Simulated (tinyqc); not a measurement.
# Worked calculation: power transistor in saturation, electro-thermal loop

Computed by the program tinyqc: `OMP_NUM_THREADS=1 python tinyqc.py 2520005 2520006 out.jsonl`, one thread of a shared Intel Xeon 2.30GHz, about 0.01 s for the whole run. Printed values are rounded.

One temperature T for the device, T = T0 + Rth P(T), with P(T) = V I0 (T/300 K)^(-al) [1 + kv (T - 300 K)/Vov]^2. The loop gain is Rth dP/dT; a solution is thermally stable when it is below one.

Parameters, values chosen for the exercise:

| symbol | value | unit | meaning |
|---|---|---|---|
| T0 | 320 | K | ambient temperature |
| V | 28 | V | drain voltage |
| I0 | 1.8 | A | saturation current at 300 K |
| al | 1.3 |  | exponent of the mobility |
| Vov | 1.4 | V | overdrive at 300 K |
| kv | 3.7 | mV/K | fall of the threshold with temperature |
| Rth | 1.1 | K/W | thermal resistance |

## Iteration 1: temperature by substitution

T at the start = 320 K

P(T) = V I0 (T/300 K)^(-al) [1 + kv (T - 300 K)/Vov]^2; T(new) = T0 + Rth P(T).

P = 51.37266 W
T after iteration 1 = 376.5099 K

## Iteration 2: temperature by substitution

As before.

P = 54.21703 W
T after iteration 2 = 379.6387 K

## Course of the iteration: temperature by substitution

Stop when T changes by less than 1e-6 K, or after 200 iterations.

Course of the iteration:
```
iteration     T (K)  |change| (K)
1          376.5099          56.5
2          379.6387          3.13
3          379.8150         0.176
4          379.8249       9.93e-3
5          379.8255       5.60e-4
6          379.8255       3.16e-5
7          379.8255       1.78e-6
8          379.8255       1.00e-7
```

Converged in 8 iterations. At the end each change is about 0.056 times the one before: linear convergence.

## Loop gain and effective thermal resistance

converged T = 379.8255 K

P(T) = V I0 (T/300 K)^(-al) [1 + kv (T - 300 K)/Vov]^2; P'(T) = P [-al/T + 2 kv/(Vov + kv (T - 300 K))]; G = Rth P'. A small change of T0 changes T by 1/(1 - G) times as much.

P = 54.38683 W
G = 0.05637028
dT/dT0 = 1.059738

The feedback is positive: heating raises the power.
